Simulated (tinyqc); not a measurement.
Convergence with the mesh: Wannier function of the lower band of a two-orbital chain.

H(k) = [[-d/2 - 2 ta cos k, -t1 - t2 exp(-ik)], [-t1 - t2 exp(ik), d/2 - 2 tb cos k]], k in 1/a, Bloch sums with exp(ikR) and without the positions inside the cell. Mesh k_j = 2 pi j/N. Projection gauge: each lower eigenvector u is multiplied by the phase that makes <trial|u> real and positive (the one-band case of Loewdin orthogonalisation). Wannier amplitudes w(R) = (1/N) sum_k exp(ikR) u(k); hoppings H(R) = (1/N) sum_k exp(-ikR) E(k).

Values chosen for the exercise:
```
symbol  value  unit     meaning
d       -0.94  eV       A at -d/2, B at +d/2
t1      1.41   eV       A-B in the cell
t2      1.65   eV       B to A of the next cell
ta      0.38   eV       A-A between cells
tb      0.12   eV       B-B between cells
xb      0.45   a        position of B (A at 0)
th      30     degrees  trial orbital cos(th) A + sin(th) B in cell 0
```

Centre and Omega_I from overlaps M_j = u_j^+ diag(1, exp(-i b xb)) u_(j+1), b = 2 pi/N: centre -(1/2 pi) sum arg M, Omega_I = (1/(N b^2)) sum (1 - |M|^2). Largest error of the Fourier interpolation on 41 points from 0 to pi.

Mesh:
```
N   centre (a)  Omega_I (a^2)  H(1) (eV)  largest error (meV)
3      0.50234        0.07103   -0.72022              417.871
4      0.51234        0.08323   -0.82469              102.868
6      0.51533        0.10290   -0.80278               36.536
8      0.51645        0.11477   -0.79961               14.255
12     0.51729        0.12645   -0.79883                3.432
16     0.51758        0.13127   -0.79878                0.812
24     0.51779        0.13493   -0.79878                0.059
```

The interpolation error falls exponentially, from 102.9 meV at N = 4 to 3.432 at N = 12, because the hoppings decay exponentially for an isolated band (smallest gap 1.54 eV). Omega_I carries a finite-difference error and converges as a power: against the value 0.13805 on 400 points it is off by -0.01160 at N = 12 and -0.00312 at N = 24, an exponent of 1.90, near the limit 2.

(tinyqc, `OMP_NUM_THREADS=1 python tinyqc.py 1451768 1451769 out.jsonl`, Intel(R) Xeon(R) Processor @ 2.30GHz, 1 thread, shared host, about 0.1 s.)
